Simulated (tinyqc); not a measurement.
# Bandgap voltage reference from two bipolar transistors: effect of the offset of the amplifier

Two transistors of area 1 and N carry the same current I. Is(T) = Is (T/T0)^eta exp[(Vg0 q/kB)(1/T0 - 1/T)], VBE1 = Vt ln(I/Is(T)) + I rb, VBE2 = Vt ln(I/(N Is(T))) + I rb/N. The amplifier forces I R1(T) = VBE1 - VBE2 + Vos, with R(T) = R (1 + tc (T - T0)) for both resistors, and the output is Vref = VBE1 + I R2(T). Base currents and the Early effect are neglected.

Vt = kB T/q; I = (Vt ln N + Vos)/(R1(T) - rb (1 - 1/N)). Box coefficient: span of Vref between 233 and 398 K over its average over T and over 165 K. The last column is the R2 that gives zero slope at T0.

Values chosen for this exercise; values of the order met in silicon bipolar transistors:
- T0 = 323 K (reference temperature)
- Vg0 = 1.145 V (band-gap voltage extrapolated to 0 K)
- eta = 4.1 (temperature exponent of the saturation current)
- Is = 1.9e-17 A (saturation current of the unit transistor at T0)
- N = 8 (area ratio of the second transistor)
- R1 = 6.9 kohm (resistor across which the difference of VBE falls, at T0)
- tc = 0 ppm/K (temperature coefficient of both resistors)
- rb = 0 ohm (series resistance of the unit transistor)
- R2 = 56.95 kohm (output resistor at T0)

Constants: q = 1.602176634e-19 C, kB = 1.380649e-23 J/K. Results are converted to the units shown.

Effect of the offset of the amplifier:
```
Vos (mV)	I at T0 (uA)	Vref at T0 (V)	slope at T0 (uV/K)	box coefficient (ppm/K)	R2 for zero slope (kohm)
-5	7.664	1.180	-22.08	21.13	57.80
-3	7.953	1.198	-22.32	20.92	57.81
-1	8.243	1.215	-22.43	20.67	57.81
0	8.388	1.224	-22.44	20.53	57.81
1	8.533	1.233	-22.43	20.38	57.81
3	8.823	1.250	-22.33	20.05	57.81
5	9.113	1.268	-22.15	19.70	57.80
```

As Vos goes from -5 to 5, Vref rises from 1.180 to 1.268 V and the box coefficient falls from 21.1 to 19.7 ppm/K. Each mV of offset moves Vref by 8.74 mV, about R2/R1 = 8.25 plus the change of VBE1 with the current.

tinyqc, about 0.02 s, one thread, Intel Xeon 2.30GHz (shared host): `OMP_NUM_THREADS=1 python tinyqc.py 2062204 2062205 out.jsonl`
